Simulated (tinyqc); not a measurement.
# Series resistance and mobility from two gate lengths

Problem. At small Vds the total resistance times width is 2 Rs + L/(mu Q), with the same mu and Q at both lengths. Find mu and Rs.

total resistance at L = 30 and 250 nm (ohm um): 217.70739  494.22826
Q = 1.56 uC/cm^2

Solution. The slope against L is 1/(mu Q), and the intercept at L = 0 is 2 Rs.

mu = 510.0 cm^2/(V s)
Rs = 90.00 ohm um

Program tinyqc, `OMP_NUM_THREADS=1 python tinyqc.py 2380109 2380110 out.jsonl`; Intel Xeon 2.30GHz, shared host, one thread, about 0.02 s.
